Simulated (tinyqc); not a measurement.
Worked calculation: five-frequency model of solute diffusion by vacancies in an fcc metal. Computed by tinyqc, a small Python program that keeps every step. Command: `OMP_NUM_THREADS=1 python tinyqc.py 3000703 3000704 out.jsonl fivefreq walk`. One thread of a shared host (Intel(R) Xeon(R) Processor @ 2.30GHz), about 0.05 s of CPU time with the checks. Intermediate numbers are printed to about 6 digits and carried at full precision; extremes and crossings named in words are read from the listed rows.

A vacancy next to the solute exchanges with it (w2), jumps to one of 4 sites that also neighbour the solute (w1) or to one of 7 that do not (w3); w4 is the reverse of w3 and w0 the host jump.

Inputs (values chosen for the exercise, for a model solute in a host close to silver):

| quantity | value | unit |
|---|---|---|
| barrier E0 (host jump) | 0.684 | eV |
| barrier E1 (vacancy circles the solute) | 0.566 | eV |
| barrier E2 (exchange) | 0.828 | eV |
| barrier E3 (dissociation) | 0.777 | eV |
| binding energy E_b (positive for attraction) | 0.17 | eV |
| vacancy formation energy E_f | 1.07 | eV |
| formation entropy S_f | 2.4 | k_B |
| attempt frequency nu | 3.5 | THz |
| lattice constant a | 4.09 | angstrom |
| temperature T | 692 | K |

Constants: k_B = 8.617333262e-05 eV/K.

## Jump rates

w_i = nu exp(-E_i/(k_B T)); detailed balance gives E4 = E3 - E_b.

rates (1/s): w0 3.65219e+07, w1 2.64203e+08, w2 3.26447e+06, w3 7.67789e+06, w4 1.32843e+08

## Correlation factor

Manning: with y = w4/w0, 7F = 7 - (10 y^4 + 180.5 y^3 + 927 y^2 + 1341 y)/(2 y^4 + 40.2 y^3 + 254 y^2 + 597 y + 436); f2 = (2 w1 + 7F w3)/(2 w2 + 2 w1 + 7F w3). The mean cosine between successive solute jumps follows from f2 = (1 + c)/(1 - c).

y = w4/w0 = 3.63735

7F = 3.65818

correlation factor f2 = 0.988404

mean cosine c = -0.00583195

The vacancy moves on by other jumps before it exchanges again, so solute jumps are nearly random.

## Diffusivities

c_v = exp(S_f - E_f/(k_B T)); host D0 = a^2 c_v w0 x 0.7815; solute D2 = a^2 c_v exp(E_b/(k_B T)) w2 f2; 1 angstrom^2 = 1e-16 cm^2.

vacancy fraction c_v = 1.77659e-07

host diffusivity D0 = 8.48233e-15 cm^2/s

solute diffusivity D2 = 1.65911e-14 cm^2/s

ratio D2/D0 = 1.95597

The ratio splits into binding 17.3, exchange rate 0.0894 and correlation 1.26.

## Solute against host over temperature

The formulas are those given above.

Diffusion:

| T (K) | f2 | D0 (cm^2/s) | D2 (cm^2/s) | D2/D0 |
|---|---|---|---|---|
| 450 | 0.998846 | 1.14503e-21 | 2.86135e-21 | 2.49894 |
| 519 | 0.997192 | 4.68205e-19 | 1.06847e-18 | 2.28205 |
| 588 | 0.994497 | 4.66795e-17 | 9.92312e-17 | 2.12580 |
| 692 | 0.988404 | 8.48233e-15 | 1.65911e-14 | 1.95597 |
| 796 | 0.980246 | 3.95832e-13 | 7.25325e-13 | 1.83241 |
| 900 | 0.970730 | 7.59946e-12 | 1.31991e-11 | 1.73685 |
| 1000 | 0.960965 | 7.29423e-11 | 1.21281e-10 | 1.66270 |

The apparent activation energy of D2 is 1.728 eV between the coldest rows and 1.720 eV between the hottest; without correlation it would be E_f - E_b + E2 = 1.728 eV, and the host has 1.754 eV. f2 is not small, so the exchange barrier governs.

Checks made by the program: Manning formula against a solved vacancy walk within 5 nearest-neighbour distances (relative difference 8e-06).
